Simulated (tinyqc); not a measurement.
# Well width for a wanted wavelength

Inverse problem. The layer is x parts of the first compound and 1 - x of the second, grown coherently on the third as substrate and barrier. Rows of the table: lattice constant a, average valence level Ea on an absolute scale, spin-orbit splitting so, gaps at Gamma, X and L, hydrostatic deformation potentials av and ac (Gamma), shear potential b, elastic constants, electron and heavy-hole (along z) masses. All are interpolated linearly in x; gaps get -C x (1 - x), taken wholly in the conduction band; real line-ups can differ from this model by 0.1 eV or more. In-plane strain e = (a_substrate - a)/a, e_z = -2 (c12/c11) e, volume change 2 e + e_z. With v = 2 e + e_z and d = 2 b (e_z - e): Eav = Ea + av v; E_hh = Eav + so/3 - d/2; E_lh = Eav - so/6 + d/4 + sqrt(so^2 + so d + 9 d^2/4)/2; E_c = Ea + so/3 + EG + ac v (Gamma). Substrate: E_v = Ea + so/3, E_c = E_v + EG. Well depths: dEc = E_c(substrate) - E_c, dEhh = E_hh - E_v(substrate), dElh likewise; strained Gamma gap E_c - max(E_hh, E_lh); positive values confine carriers in the layer. Lowest level of a finite well of width Lw and depth V: kw Lw/2 = arctan(sqrt((mw/mb)(V - E)/E)), kw = sqrt(mw E/C), C = hbar^2/(2 m0), for electrons (dEc) and heavy holes (dEhh), mb from the substrate; transition E_c - E_hh + both levels, without exciton binding; wavelength h c/E. Find Lw and the two levels.

Values chosen for this exercise:

| symbol | value | unit | meaning |
|---|---|---|---|
| x | 0.53 |  | fraction of the first compound in the layer |
| CG | 1.43 | eV | bowing of the Gamma gap |
| CX | 1.2 | eV | bowing of the X gap |
| CL | 1.2 | eV | bowing of the L gap |

Constants: q = 1.602176634e-19 C, hbar = 1.054571817e-34 J s, h = 6.62607015e-34 J s, m0 = 9.1093837015e-31 kg, c = 299792458 m/s, hbar^2/(2 m0) = 0.0380998212 eV nm^2. Results are converted to the units shown.

Binary compounds, values chosen for the exercise:
```
,close to GaSb,close to GaAs,close to InP
a (angstrom),6.096,5.653,5.869
Ea (eV),-6.25,-6.92,-7.04
so (eV),0.756,0.335,0.11
EG (eV),0.721,1.41,1.36
EX (eV),1.04,1.89,2.18
EL (eV),0.821,1.71,1.92
av (eV),0.799,1.17,1.28
ac (eV),-6.81,-7.25,-5.05
b (eV),-1.99,-1.69,-1.69
c11 (GPa),88.6,117,100
c12 (GPa),39.7,54.2,55.5
me (m0),0.039,0.0673,0.0805
mh (m0),0.246,0.355,0.53
```

wavelength = 1721.7361 nm

Answer. Both levels fall steadily as the well widens, so the wavelength rises steadily and one width matches.

Lw = 13.60 nm
electron level = 9.275 meV
heavy-hole level = 5.775 meV

Numbers from tinyqc (`OMP_NUM_THREADS=1 python tinyqc.py 2690042 2690043 out.jsonl`; about 0.01 s on one thread of a shared Intel Xeon 2.30GHz).
